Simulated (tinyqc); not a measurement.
Deep-level transient spectroscopy (DLTS) of one majority-carrier trap: one step, computed by the program tinyqc.

A filling pulse loads the traps in a one-sided junction; under reverse bias they empty at the rate e, and the capacitance relaxes as C(t) = C_0 - dC exp(-e t). The signal is S = [C(t_2) - C(t_1)]/dC.

Problem. Peak temperature and width. e = g sigma v N_b exp(-E/k_B T), v = sqrt(3 k_B T/m), N_b = 2 M (2 pi m k_B T/h^2)^(3/2), sigma = sigma_0, E = E_t. S(e) = exp(-e t_1) - exp(-e t_2) peaks at the rate window e_0 = ln(t_2/t_1)/(t_2 - t_1). T_p solves e(T) = e_0 (bisection between 15 and 1500 K); the half-height points solve S = S_max/2 on either side.

Inputs (values chosen for the exercise, with mass and screening modelled on InP):

| quantity | value | unit |
|---|---|---|
| density-of-states mass m | 0.583 | m_0 |
| valleys M | 1 | - |
| trap depth E_t | 0.267 | eV |
| cross-section sigma_0 | 7.5e-15 | cm^2 |
| degeneracy ratio g | 1 | - |
| gate time t_1 | 0.005 | s |
| ratio t_2/t_1 | 10 | - |
| temperature T | 181 | K |

Carriers: holes. Extra term: none.

rate window e_0 = 51.16856 1/s

peak height S_max = 0.6968373

Constants: k_B = 8.617333262e-05 eV/K; k_B = 1.380649e-23 J/K; m_0 = 9.1093837015e-31 kg; h = 6.62607015e-34 J s.

Give: peak temperature T_p; lower half-height point; upper half-height point; full width.

Solution.

peak temperature T_p = 138.35 K

lower half-height point = 129.72 K

upper half-height point = 146.85 K

full width = 17.129 K

The width is 12.4 % of T_p, and E_t is 22.4 k_B T_p.
